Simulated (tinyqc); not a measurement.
# Undoped gate-all-around wire MOSFET, analytic charge model: effects of single changes

An undoped round wire of radius R under an insulator shell and a surrounding gate; long channel, electrons only, n = ni exp((psi - V)/Vt) with V the quasi-Fermi potential (0 at the source, Vd at the drain), constant mobility, no quantisation. The radial Poisson equation gives n(r) = n(0)/(1 - (1 - b) r^2/R^2)^2 with b = Q0/(Q + Q0). Q is the electron charge per area of the wire surface.

Parameters, values chosen for the exercise; material values close to those of gallium arsenide:

| symbol | value | unit | meaning |
|---|---|---|---|
| T | 250 | K | temperature |
| Eg | 1.41 | eV | band gap |
| eps_r | 13 |  | relative permittivity of the semiconductor |
| Nc | 3.37e17 | cm^-3 | conduction-band density of states at T |
| Nv | 6.88e18 | cm^-3 | valence-band density of states at T |
| eox | 3.76 |  | relative permittivity of the gate insulator |
| tox | 3.5 | nm | insulator thickness |
| R | 3 | nm | wire radius |
| dphi | 0.23 | V | gate work function less that of the intrinsic body |
| mu | 420 | cm^2/(V s) | channel mobility |
| L | 0.5 | um | gate length |
| Vd | 0.1 | V | drain voltage |

Constants: q = 1.602176634e-19 C, kB = 1.380649e-23 J/K, Vt = kB T/q, eps0 = 8.8541878128e-14 F/cm where lengths are in cm. Results are converted to the units shown.

Each table varies one quantity; the others keep the values above.

## Effect of the insulator thickness

ni = sqrt(Nc Nv) exp(-Eg/(2 Vt)), Eg in volts; Cox = eps0 eox/(R ln(1 + tox/R)); Q0 = 4 eps0 eps_r Vt/R; V0 = dphi + Vt ln[8 eps0 eps_r Vt/(q ni R^2)]. Q solves Vg - V0 - V = Q/Cox + Vt ln(Q/Q0) + Vt ln(1 + Q/Q0). I = mu (2 pi R/L)[2 Vt (Qs - Qd) + (Qs^2 - Qd^2)/(2 Cox) + Vt Q0 ln((Qd + Q0)/(Qs + Q0))], with Qs at V = 0 and Qd at V = Vd.  I(low) is taken at Vg = 0.73 V, Qs and I(high) at Vg = 1.48 V.

The same in every row: V0 (V) = 0.9824.

Effect of the insulator thickness:
```
tox (nm)	I(low) (nA)	Qs(high) (nC/cm^2)	I(high) (uA)
1.2	9.109e-4	1419	2.009
1.7	9.109e-4	1089	1.545
2.4	9.109e-4	849.3	1.207
3.5	9.109e-4	658.9	0.9384
5	9.109e-4	528.3	0.7535
7.3	9.108e-4	426.6	0.6093
10	9.108e-4	363.0	0.5188
```

What does the table show?

As tox goes from 1.2 to 10 nm, I(low) stays near 9.11e-4 nA and I(high) falls from 2.01 to 0.519 uA. On average I(low) is independent of tox and I(high) goes as tox^(-0.64). Below threshold no voltage drops over the insulator in this long-channel model, so its thickness does not matter there. In every row the surface density at the source at the higher gate voltage passes 0.3 Nc, where Boltzmann statistics fail. In every row the body is thin enough for quantum confinement, left out here, to raise the threshold.

## Transfer curve and volume inversion

I = mu (2 pi R/L)[2 Vt (Qs - Qd) + (Qs^2 - Qd^2)/(2 Cox) + Vt Q0 ln((Qd + Q0)/(Qs + Q0))], with Qs at V = 0 and Qd at V = Vd. The drop is psi(surface) - psi(centre) at the source end; C = dQs/dVg, Cg = Cox, drop = 2 Vt ln(1 + Qs/Q0); gm = dI/dVg.

Transfer curve and volume inversion:
```
Vg (V)	Qs (nC/cm^2)	drop (mV)	C/Cg	I (uA)	gm/I (1/V)
0.68	2.6475e-4	3.4501e-5	8.5623e-6	8.9438e-8	46.418
0.83	0.27698	0.036080	0.0088711	9.4024e-5	46.190
0.98	50.342	6.1065	0.58984	0.031412	24.065
1.13	210.54	21.230	0.83056	0.24215	7.3649
1.28	397.05	33.989	0.89257	0.52838	3.7717
1.43	592.60	44.245	0.92109	0.83422	2.4876
1.58	792.82	52.702	0.93763	1.1491	1.8447
1.73	995.92	59.862	0.94845	1.4694	1.4619
1.88	1201.0	66.055	0.95608	1.7931	1.2088
```

Read the table: what changes, and by how much?

The current rises from 8.94e-8 to 1.79 uA. In the first row gm/I is 46.4 1/V, within 0.01 % of 1/Vt: with no depletion charge the whole body follows the gate, and the swing is ideal. The drop between surface and centre goes from 3.5e-5 to 66.1 mV and passes Vt at Vg = 1.28 V among the rows; below that the density varies across the body by less than a factor of e (volume inversion). C reaches 0.96 of Cg in the last row. For Vg = 0.98 to 1.88 V the surface density at the source passes 0.3 Nc, where Boltzmann statistics fail. In every row the body is thin enough for quantum confinement, left out here, to raise the threshold.

Program tinyqc, `OMP_NUM_THREADS=1 python tinyqc.py 2460081 2460082 out.jsonl`; Intel Xeon 2.30GHz, shared host, one thread, about 0.02 s.
